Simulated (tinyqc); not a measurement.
Surface potential of a MOS transistor: implicit equation and explicit approximations: one step of the calculation.

p-type body, charge-sheet picture, depletion and inversion only, full ionisation (an idealisation for deep acceptors), Boltzmann statistics (rough once Na exp(x - xn) passes about Nc/7). In units of Vt: xg = (Vg - Vfb)/Vt, x = psi/Vt, G = gamma/sqrt(Vt), xn = (2 phiF + Vc)/Vt. The implicit equation is (xg - x)^2 = G^2 [x - 1 + exp(x - xn)] for x above about 3. Cox = eps0 eox/tox.

Problem. Scales. ni = sqrt(Nc Nv) exp(-Eg/(2 Vt)), Eg in volts; phiF = Vt ln(Na/ni); gamma = sqrt(2 q eps0 eps_r Na)/Cox; VT = Vfb + Vt (xn + G sqrt(xn - 1)).

Inputs (values chosen for the exercise); band and dielectric values close to those of 4H silicon carbide: temperature T = 350 K; band gap Eg = 3.23 eV; relative permittivity eps_r = 9.74; conduction-band density of states at T Nc = 2.18e19 cm^-3; valence-band density of states at T Nv = 3.2e19 cm^-3; relative permittivity of the gate insulator (close to silicon dioxide) eox = 3.9; insulator thickness tox = 6.8 nm; acceptor density Na = 2e17 cm^-3; flat-band voltage Vfb = -0.31 V; channel-body voltage Vc = 0.2 V; gate-body voltage Vg = 3.61 V.

Constants: q = 1.602176634e-19 C, kB = 1.380649e-23 J/K, Vt = kB T/q, eps0 = 8.8541878128e-14 F/cm where lengths are in cm. Results are converted to the units shown.

Wanted: phiF; gamma; G; xn; VT; xg.

Solution.

phiF = 1.468 V
gamma = 0.4630 V^0.5
G = 2.666
xn = 104.0
VT = 3.641 V
xg = 130.0

Program tinyqc, `OMP_NUM_THREADS=1 python tinyqc.py 2122160 2122161 out.jsonl`; Intel Xeon 2.30GHz, shared host, one thread, about 0.01 s.
